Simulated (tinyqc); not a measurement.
## Single-electron transistor, orthodox theory and master equation: current against bias

A metal island with n extra electrons joins the left lead (voltage V) and the right lead (0 V) by tunnel junctions and couples to a gate. Cs = CL + CR + Cg. Adding electron n + 1 costs mu(n) = [q (n + 1/2) - CL V - Cg Vg]/Cs (in volts); the Fermi levels are -V (left) and 0 (right). A jump that gains the energy W has the rate G(W) = (W/q)/(R [1 - exp(-W/Vt)]), W in volts, Vt = kB T/q. Sequential tunnelling only; I > 0 flows from left to right.

Onto the island: from the left W = -V - mu(n), from the right W = -mu(n); off the island (n + 1 to n): to the left W = mu(n) + V, to the right W = mu(n). Steady state: p(n + 1)/p(n) = (sum of on rates)/(sum of off rates), normalised. I = q sum_n [p(n + 1) (off to left) - p(n) (on from left)]. Enough charge states are kept that the digits shown do not change.

Parameters, values chosen for the exercise:
- CL = 140 aF (capacitance of the left junction)
- CR = 170 aF (capacitance of the right junction)
- Cg = 32 aF (gate capacitance)
- RL = 74 kohm (resistance of the left junction)
- RR = 3700 kohm (resistance of the right junction)
- T = 0.38 K (temperature)
- Vg = 4 mV (gate voltage)

Constants: q = 1.602176634e-19 C, kB = 1.380649e-23 J/K, Vt = kB T/q. Results are converted to the units shown.

Current against bias:

| V (mV) | I (nA) | mean n | states above 1 % | I (RL + RR)/V |
|---|---|---|---|---|
| 0.0468 | 0.001010 | 0.9693 | 2 | 0.08144 |
| 0.141 | 0.007583 | 0.8567 | 2 | 0.2030 |
| 0.234 | 0.02892 | 0.5466 | 2 | 0.4665 |
| 0.328 | 0.05812 | 0.2165 | 2 | 0.6688 |
| 0.422 | 0.07753 | 0.0833 | 2 | 0.6934 |
| 0.515 | 0.09044 | 0.0467 | 2 | 0.6628 |
| 0.609 | 0.1016 | 0.0349 | 2 | 0.6299 |
| 0.703 | 0.1126 | 0.0279 | 2 | 0.6043 |
| 0.796 | 0.1243 | 0.0148 | 3 | 0.5893 |
| 0.89 | 0.1410 | -0.0360 | 3 | 0.5979 |
| 0.984 | 0.1735 | -0.2114 | 3 | 0.6656 |
| 1.08 | 0.2244 | -0.5298 | 3 | 0.7843 |
| 1.17 | 0.2618 | -0.7464 | 2 | 0.8445 |

What does the table show?

At zero temperature the blockade would end at V = 0.237 mV. The ratio I (RL + RR)/V moves up and down between 0.0814 and 0.844. Over the second half of the table the slope between rows varies from 0.439 to 2.00 times 1/(RL + RR): a Coulomb staircase, which a rerun with equal junctions shows much less.

Range of the model: Cotunnelling, which dominates deep in the blockade, is left out. A junction resistance within a factor of four of h/q^2 = 25.8 kohm strains the orthodox theory.

Computed by the program tinyqc: `OMP_NUM_THREADS=1 python tinyqc.py 2780123 2780124 out.jsonl`, one thread of a shared Intel Xeon 2.30GHz, about 0.01 s for the whole run.
